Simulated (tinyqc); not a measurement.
Raising U: Hubbard chain of 3 sites, mean field against exact. Computed by the program tinyqc. Collinear unrestricted mean field (the lowest of 40 random starts) against exact diagonalisation.

one-body matrix (hopping and site energies) (eV):
```
         1        2        3
1   0.6000  -1.8900   0.0000
2  -1.8900   0.2000  -1.8900
3   0.0000  -1.8900  -0.2200
```

electrons, up and down: 2  1

Exact and mean-field results (eV):

| U | U/t | E exact | E mean field | mean \|n_up - n_down\| | double occupancy, exact | first gap in the sector |
|---|---|---|---|---|---|---|
| 0.9400 | 0.4974 | -4.253771 | -4.233142 | 0.3547 | 0.1932 | 2.5681 |
| 1.8900 | 1.0000 | -3.733835 | -3.651363 | 0.4021 | 0.1716 | 2.4090 |
| 3.7800 | 2.0000 | -2.879275 | -2.592374 | 0.5473 | 0.1307 | 2.0688 |
| 5.6700 | 3.0000 | -2.237719 | -1.779583 | 0.7250 | 0.0971 | 1.7530 |
| 7.5600 | 4.0000 | -1.761997 | -1.248388 | 0.8360 | 0.0721 | 1.4906 |
| 11.3400 | 6.0000 | -1.135883 | -0.663101 | 0.9260 | 0.0418 | 1.1168 |
| 15.1200 | 8.0000 | -0.758553 | -0.358067 | 0.9583 | 0.0264 | 0.8797 |
| 22.6800 | 12.0000 | -0.340265 | -0.047986 | 0.9815 | 0.0128 | 0.6094 |
| 37.8000 | 20.0000 | 0.018506 | 0.202430 | 0.9933 | 0.0049 | 0.3734 |

What does the comparison show, and why?

In absolute terms mean field is worst at U/t = 4.0, 0.514 eV too high: at small U it is nearly exact, and at large U it misses only exchange-scale energies. Relative to the exact energy its error is 0.5 % at the smallest U, 994 % at most and 994 % at the largest. The double occupancy falls from 0.193 to 0.005.
